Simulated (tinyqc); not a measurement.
On-chip interconnect, size-dependent resistivity and RC delay: two steps of the calculation.

A rectangular line between two neighbours and two ground planes. Surface and grain-boundary scattering are added to the bulk resistivity as corrections; capacitances are parallel-plate values without fringing; inductance is ignored.

Parameters, values chosen for the exercise; metal values close to those of copper:
```
symbol,value,unit,meaning
rho0,1.65,uohm cm,bulk resistivity
lam,38.7,nm,bulk mean free path
ps,0,,specular share of surface scattering
Rg,0.53,,reflection coefficient of grain boundaries
gr,0.7,,grain size over the metal width
wd,110,nm,drawn line width
AR,1.3,,"aspect ratio, height over width"
tl,3,nm,"liner on both walls and the bottom, not conducting"
sp,130,nm,space to the neighbouring lines
hd,210,nm,dielectric height to the planes above and below
ek,3,,relative permittivity of the dielectric
Mf,1,,Miller factor of the neighbours
Rd,450,ohm,driver resistance
dt,1.4,ps,time step
```

Constants: eps0 = 8.8541878128e-12 F/m. Results are converted to the units shown.

Problem 1. Resistivity, resistance and capacitance per length. Metal width x = wd - 2 tl, height y = AR wd - tl; grain boundaries (Mayadas-Shatzkes): al = (lam/(gr x)) Rg/(1 - Rg), g = 1/[1 - 3 al/2 + 3 al^2 - 3 al^3 ln(1 + 1/al)] - 1; surfaces (Fuchs-Sondheimer, thick limit): s = (3/8) lam (1 - ps)(1/x + 1/y); rho = rho0 (1 + g + s); r = rho/(x y); c = eps0 ek (2 wd/hd + 2 Mf AR wd/sp).

Wanted: x; y; al; g; s; rho; r; c.

Solution 1.

x = 104.00 nm
y = 140.00 nm
al = 0.59946
g = 0.83607
s = 0.24320
rho = 3.4308 uohm cm
r = 2.3563 ohm/um
c = 0.086265 fF/um

Problem 2. Node voltages after a time step. A 1 V step is applied behind Rd at t = 0. C dv/dt = -G v + b, with G the conductance matrix of the ladder (1/Rs between neighbours, 1/Rd added at node 0) and b = (1 V/Rd, 0, ...). Trapezoidal step: (C/dt + G/2) v(new) = (C/dt - G/2) v + b.

Rs = 43.760216 ohm
C, node 0 to 7 (fF): [0.80103295, 1.6020659, 1.6020659, 1.6020659, 1.6020659, 1.6020659, 1.6020659, 3.4010330]
v at t = 0, node 0 to 7 (V): [0, 0, 0, 0, 0, 0, 0, 0]

Find: v at t = 1 dt.

Solution 2.

v at t = 1 dt, node 0 to 7 (V): [0.4685, 0.3430, 0.2519, 0.1861, 0.1388, 0.1055, 0.0827, 0.0682]

Numbers from tinyqc (`OMP_NUM_THREADS=1 python tinyqc.py 2100041 2100042 out.jsonl`; about 0.01 s on one thread of a shared Intel Xeon 2.30GHz).
